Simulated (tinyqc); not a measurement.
Temperatures in a stack of 4 dies with leakage feedback: one step of the calculation.

One-dimensional heat flow to a sink below die 0. The power of each die is released in a plane at its top; from the plane of die j > 0 heat crosses its silicon (ts), a bond layer and the wiring of die j - 1; from die 0 it crosses t0, paste and sink. Copper shares the path through bond and wiring in parallel: k_eff = fm km + (1 - fm) k. Silicon is taken at the temperature of the plane above it. Leakage is P_l exp((T - 350 K)/Tl).

Task. Resistances per area at 300 K. R = thickness/conductivity for each layer.

Values chosen for this exercise; conductivities of the order met in silicon, wiring layers, bonds and pastes:
```
symbol,value,unit,meaning
k0,136,W/(m K),conductivity of silicon at 300 K
ts,50,um,thickness of a thinned die
t0,775,um,thickness of the die next to the sink
tb,13,um,thickness of the wiring layers
kb,2.7,W/(m K),conductivity of the wiring layers
tg,1,um,thickness of a bond layer
kg,1.1,W/(m K),conductivity of the bond dielectric
fm,0.03,,area share of copper through bond and wiring
km,390,W/(m K),conductivity of copper
Rt,0.18,K cm^2/W,paste and lid
Rs,0.16,K cm^2/W,heat sink
```

Find: thick die; thinned die; k_eff of the bond; k_eff of the wiring; bond plus wiring; paste plus sink.

Result.

thick die = 0.05699 K cm^2/W
thinned die = 0.003676 K cm^2/W
k_eff of the bond = 12.77 W/(m K)
k_eff of the wiring = 14.32 W/(m K)
bond plus wiring = 0.009862 K cm^2/W
paste plus sink = 0.3400 K cm^2/W

tinyqc, about 0.03 s, one thread, Intel Xeon 2.30GHz (shared host): `OMP_NUM_THREADS=1 python tinyqc.py 2162169 2162170 out.jsonl`
